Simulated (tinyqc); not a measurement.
Mean-field antiferromagnet of the Hubbard model on the square lattice: one step. One mean-field step. Five cases, with inputs chosen for the exercise.

Question. From m = m0 form Delta, the two bands of each class and m(out).

e(k) = -2 t (cx + cy) - 4 t2 cx cy, ci = cos ki; one electron a site; Q = (pi, pi). <n_up - n_dn> = m cos(Q.R) gives Delta = U m/2 and bands E = e+ -/+ sqrt(e-^2 + Delta^2), e+- = (e(k) +- e(k + Q))/2 (the constant U/2 is dropped). Means run over the mesh k_i = 2 pi (j + 1/2)/N of the whole zone: mu from mean(f(E-) + f(E+)) = 1; m(out) = mean of Delta (f(E-) - f(E+))/sqrt(e-^2 + Delta^2); free energy per site F = -kT mean[ln(1 + exp(-(E- - mu)/kT)) + ln(1 + exp(-(E+ - mu)/kT))] + mu + U m^2/4. Order at T > 0 in two dimensions is an artefact of mean field.

Constants: kB = 8.617333262e-05 eV/K.

Case 1.

Values chosen: U = 5.59 eV (on-site repulsion); m0 = 0.88 (starting staggered moment); T = 300 K.

Classes of points:
```
|e-| (eV)   e+ (eV)  points
0.000000   0.000000      12
1.073872   0.000000      16
2.147743   0.000000       8
```

Case 2.

Values chosen: U = 3.46 eV (on-site repulsion); m0 = 0.16 (starting staggered moment); T = 100 K.

Classes of points:
```
|e-| (eV)   e+ (eV)  points
0.000000   0.000000      16
0.822618   0.000000      16
1.163358   0.000000       8
1.985976   0.000000      16
2.808594   0.000000       8
```

Case 3.

Values chosen: U = 5.77 eV (on-site repulsion); m0 = 0.75 (starting staggered moment); T = 600 K.

Classes of points:
```
|e-| (eV)   e+ (eV)  points
0.000000   0.000000      12
0.883346   0.000000      16
1.766692   0.000000       8
```

Case 4.

Values chosen: U = 3.7 eV (on-site repulsion); m0 = 0.25 (starting staggered moment); T = 300 K.

Classes of points:
```
|e-| (eV)   e+ (eV)  points
0.000000   0.000000      16
0.432957   0.000000      16
0.612293   0.000000       8
1.045250   0.000000      16
1.478207   0.000000       8
```

Case 5.

Values chosen: U = 11.56 eV (on-site repulsion); m0 = 0.11 (starting staggered moment); T = 100 K.

Classes of points:
```
|e-| (eV)    e+ (eV)  points
0.000000   -0.600000       8
3.111270    0.600000       8
```

Give: Delta; E-, E+ and Delta/sqrt(e-^2 + Delta^2) of each class; m(out).

Answer.

Case 1.

Delta = 2.4596 eV

E-, E+ and Delta/sqrt(e-^2 + Delta^2) of each class:
```
|e-| (eV)  E- (eV)  E+ (eV)  Delta/sqrt(e-^2 + Delta^2)
0.0000     -2.4596   2.4596                      1.0000
1.0739     -2.6838   2.6838                      0.9165
2.1477     -3.2653   3.2653                      0.7532
```

m(out) = 0.9080

Case 2.

Delta = 0.2768 eV

E-, E+ and Delta/sqrt(e-^2 + Delta^2) of each class:
```
|e-| (eV)  E- (eV)  E+ (eV)  Delta/sqrt(e-^2 + Delta^2)
0.0000     -0.2768   0.2768                      1.0000
0.8226     -0.8679   0.8679                      0.3189
1.1634     -1.1958   1.1958                      0.2315
1.9860     -2.0052   2.0052                      0.1380
2.8086     -2.8222   2.8222                      0.0981
```

m(out) = 0.4054

Case 3.

Delta = 2.1637 eV

E-, E+ and Delta/sqrt(e-^2 + Delta^2) of each class:
```
|e-| (eV)  E- (eV)  E+ (eV)  Delta/sqrt(e-^2 + Delta^2)
0.0000     -2.1637   2.1637                      1.0000
0.8833     -2.3371   2.3371                      0.9258
1.7667     -2.7934   2.7934                      0.7746
```

m(out) = 0.9169

Case 4.

Delta = 0.4625 eV

E-, E+ and Delta/sqrt(e-^2 + Delta^2) of each class:
```
|e-| (eV)  E- (eV)  E+ (eV)  Delta/sqrt(e-^2 + Delta^2)
0.0000     -0.4625   0.4625                      1.0000
0.4330     -0.6335   0.6335                      0.7300
0.6123     -0.7673   0.7673                      0.6027
1.0453     -1.1430   1.1430                      0.4046
1.4782     -1.5489   1.5489                      0.2986
```

m(out) = 0.6463

Case 5.

Delta = 0.6358 eV

E-, E+ and Delta/sqrt(e-^2 + Delta^2) of each class:
```
|e-| (eV)  E- (eV)  E+ (eV)  Delta/sqrt(e-^2 + Delta^2)
0.0000     -1.2358   0.0358                      1.0000
3.1113     -2.5756   3.7756                      0.2002
```

m(out) = 0.6001

m(out) is above m0, so the next step starts from a larger moment.

Computed by tinyqc, one run a case: `OMP_NUM_THREADS=1 python tinyqc.py N N+1 out.jsonl` with N = 1652243, 1680436, 1680674, 1680687, 1681093; one thread of a shared Intel(R) Xeon(R) Processor @ 2.30GHz, about 0.2 s a run at most.
